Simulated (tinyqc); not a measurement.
Inside a calculation. Method: plane-wave Kohn-Sham cycle with exchange-only LDA in a layered model solid. Computed by tinyqc, a small Python program that keeps every step. Settings: points = 16, plane-wave index or count = 3, electrons = 2, k points = 2, area = 35.0, mixing = 1.0, iteration cap = 59, Kerker q0 = 1.39. Command: `OMP_NUM_THREADS=1 python tinyqc.py 29775 29776 out.jsonl` (the two numbers bound the seeds that draw the settings). One thread of a shared host (Intel(R) Xeon(R) Processor @ 2.60GHz), about 0.02 s of CPU time with the checks. Later iterations appear only in the table of the cycle.

## Iteration 1: potential

A solid whose potential varies along x alone (atomic units):
```
parameter                      value
period a                   17.100000
cross-section of the cell  35.000000
electrons per cell                 2
grid points                       16
plane waves -n..n, n               3
k points                           2
V1 in V1 cos(2 pi x/a)     -0.520000
V2 in V2 cos(4 pi x/a)     -0.110000
```

density at the start, on the grid x_j = j a/N (e/bohr^3): [0.00334169, 0.00334169, 0.00334169, 0.00334169, 0.00334169, 0.00334169, 0.00334169, 0.00334169, 0.00334169, 0.00334169, 0.00334169, 0.00334169, 0.00334169, 0.00334169, 0.00334169, 0.00334169]

V_H(G) = 4 pi rho(G)/G^2 for G != 0 (uniform background); v_x = -(3 rho/pi)^(1/3); V = V_ext + V_H + v_x; Fourier components f(G_m) = (1/N) sum_j f(x_j) exp(-i G_m x_j).

Potentials on the grid (hartree):
```
x              V_ext       V_H        v_x          V
0.000000   -0.630000  0.000000  -0.147224  -0.777224
1.068750   -0.558199  0.000000  -0.147224  -0.705423
2.137500   -0.367696  0.000000  -0.147224  -0.514920
3.206250   -0.121214  0.000000  -0.147224  -0.268438
4.275000    0.110000  0.000000  -0.147224  -0.037224
5.343750    0.276777  0.000000  -0.147224   0.129553
6.412500    0.367696  0.000000  -0.147224   0.220471
7.481250    0.402636  0.000000  -0.147224   0.255411
8.550000    0.410000  0.000000  -0.147224   0.262776
9.618750    0.402636  0.000000  -0.147224   0.255411
10.687500   0.367696  0.000000  -0.147224   0.220471
11.756250   0.276777  0.000000  -0.147224   0.129553
12.825000   0.110000  0.000000  -0.147224  -0.037224
13.893750  -0.121214  0.000000  -0.147224  -0.268438
14.962500  -0.367696  0.000000  -0.147224  -0.514920
16.031250  -0.558199  0.000000  -0.147224  -0.705423
```

V(G_m), m = 0, 1, 2, ... (hartree): [-0.147224, -0.260000, -0.055000, 0.000000, 0.000000, 0.000000, 0.000000]

## Iteration 1: Hamiltonian at one k

k = 0.250000 2 pi / a

H(m,m') = (k + G_m)^2/2 delta + V(G_m - G_m'), with V(-G) = V(G).

H (hartree), order -3, -2, -1, +0, +1, +2, +3:
$$\begin{pmatrix}
0.363284 & -0.260000 & -0.055000 & 0.000000 & 0.000000 & 0.000000 & 0.000000 \\
-0.260000 & 0.059511 & -0.260000 & -0.055000 & 0.000000 & 0.000000 & 0.000000 \\
-0.055000 & -0.260000 & -0.109252 & -0.260000 & -0.055000 & 0.000000 & 0.000000 \\
0.000000 & -0.055000 & -0.260000 & -0.143005 & -0.260000 & -0.055000 & 0.000000 \\
0.000000 & 0.000000 & -0.055000 & -0.260000 & -0.041747 & -0.260000 & -0.055000 \\
0.000000 & 0.000000 & 0.000000 & -0.055000 & -0.260000 & 0.194521 & -0.260000 \\
0.000000 & 0.000000 & 0.000000 & 0.000000 & -0.055000 & -0.260000 & 0.565800
\end{pmatrix}$$

## Iteration 1: levels at that k

Diagonalise the Hermitian matrix.

eigenvalues (hartree): [-0.605243, -0.278418, 0.004774, 0.214422, 0.320978, 0.525326, 0.707273]

## Iteration 1: new density

Motion across x is left out: the lowest 1 band(s) hold two electrons at each of the k points (j + 1/2)/nk - 1/2. Residual R = rho(out) - rho(in); rho(new) = rho(in) + 1 R, with R(G) scaled by G^2/(G^2 + 1.39^2) (Kerker). rho(out) = 2/(a A nk) sum |psi|^2 with psi = sum c exp(i G x). Harris energy E = band energy - dV sum rho (V_H/2 + v_x) + (3/4) dV sum rho v_x with rho(in), dV = a A/N, band energy = (2/nk) sum of the filled levels.

rho(out) (e/bohr^3): [0.01719233, 0.01259184, 0.00471756, 0.00076883, 0.00004390, 0.00000558, 0.00000720, 0.00000050, 0.00000385, 0.00000050, 0.00000720, 0.00000558, 0.00004390, 0.00076883, 0.00471756, 0.01259184]

density after iteration 1 (e/bohr^3): [0.00629490, 0.00460589, 0.00233083, 0.00219544, 0.00289973, 0.00323185, 0.00331866, 0.00333356, 0.00334016, 0.00333356, 0.00331866, 0.00323185, 0.00289973, 0.00219544, 0.00233083, 0.00460589]

energy per cell = -1.13687332 hartree

## Iteration 2: potential

As before.

Potentials on the grid (hartree):
```
x              V_ext        V_H        v_x          V
0.000000   -0.630000   0.070877  -0.181825  -0.740948
1.068750   -0.558199   0.051941  -0.163843  -0.670102
2.137500   -0.367696   0.015523  -0.130565  -0.482737
3.206250   -0.121214  -0.009279  -0.127987  -0.258479
4.275000    0.110000  -0.018574  -0.140425  -0.048999
5.343750    0.276777  -0.020984  -0.145593   0.110200
6.412500    0.367696  -0.021538  -0.146885   0.199273
7.481250    0.402636  -0.021678  -0.147105   0.233853
8.550000    0.410000  -0.021699  -0.147202   0.241099
9.618750    0.402636  -0.021678  -0.147105   0.233853
10.687500   0.367696  -0.021538  -0.146885   0.199273
11.756250   0.276777  -0.020984  -0.145593   0.110200
12.825000   0.110000  -0.018574  -0.140425  -0.048999
13.893750  -0.121214  -0.009279  -0.127987  -0.258479
14.962500  -0.367696   0.015523  -0.130565  -0.482737
16.031250  -0.558199   0.051941  -0.163843  -0.670102
```

V(G_m), m = 0, 1, 2, ... (hartree): [-0.145864, -0.243689, -0.050569, -0.001760, -0.001932, -0.000432, 0.000338]

## Iteration 2: Hamiltonian at one k

k = 0.250000 2 pi / a

As before.

H (hartree), order -3, -2, -1, +0, +1, +2, +3:
$$\begin{pmatrix}
0.364644 & -0.243689 & -0.050569 & -0.001760 & -0.001932 & -0.000432 & 0.000338 \\
-0.243689 & 0.060870 & -0.243689 & -0.050569 & -0.001760 & -0.001932 & -0.000432 \\
-0.050569 & -0.243689 & -0.107893 & -0.243689 & -0.050569 & -0.001760 & -0.001932 \\
-0.001760 & -0.050569 & -0.243689 & -0.141645 & -0.243689 & -0.050569 & -0.001760 \\
-0.001932 & -0.001760 & -0.050569 & -0.243689 & -0.040388 & -0.243689 & -0.050569 \\
-0.000432 & -0.001932 & -0.001760 & -0.050569 & -0.243689 & 0.195881 & -0.243689 \\
0.000338 & -0.000432 & -0.001932 & -0.001760 & -0.050569 & -0.243689 & 0.567160
\end{pmatrix}$$

## Iteration 2: levels at that k

As before.

eigenvalues (hartree): [-0.571042, -0.253884, 0.009474, 0.202610, 0.306771, 0.510622, 0.694079]

## Iteration 2: new density

As before.

rho(out) (e/bohr^3): [0.01706017, 0.01254502, 0.00477351, 0.00081391, 0.00005376, 0.00000731, 0.00000757, 0.00000050, 0.00000364, 0.00000050, 0.00000757, 0.00000731, 0.00005376, 0.00081391, 0.00477351, 0.01254502]

density after iteration 2 (e/bohr^3): [0.00820847, 0.00562441, 0.00193489, 0.00139115, 0.00240661, 0.00303809, 0.00325620, 0.00331310, 0.00332963, 0.00331310, 0.00325620, 0.00303809, 0.00240661, 0.00139115, 0.00193489, 0.00562441]

energy per cell = -1.07361798 hartree

## Convergence

Stop when sqrt(dV sum R^2) is below 1e-8, dV = a A/N.

Course of the cycle:
```
iteration  E (hartree)  norm of the residual
1          -1.13687332              1.34e-01
2          -1.07361798              1.14e-01
3          -1.01770780              1.01e-01
4          -0.97108315              9.00e-02
5          -0.93218222              8.17e-02
6          -0.89943206              7.47e-02
7          -0.87171359              6.87e-02
8          -0.84828090              6.34e-02
9          -0.82854293              5.86e-02
10         -0.81191108              5.42e-02
11         -0.79783596              5.02e-02
...                ...                   ...
49         -0.71937766              2.36e-03
50         -0.71937413              2.17e-03
51         -0.71937217              2.00e-03
52         -0.71937138              1.84e-03
53         -0.71937148              1.69e-03
54         -0.71937224              1.56e-03
55         -0.71937345              1.43e-03
56         -0.71937499              1.32e-03
57         -0.71937672              1.21e-03
58         -0.71937857              1.12e-03
59         -0.71938046              1.03e-03
```

Not converged within 59 iterations: the residual falls steadily but slowly, by a factor of about 0.92 a step. Reruns (cap 100 unless said): mixing 0.1: not converged; mixing 0.5, Kerker q0 1.0: not converged; mixing 0.3, Pulay depth 5: converged in 45 (E = -0.71940); the original settings with a cap of 400: converged in 208 (E = -0.71940).
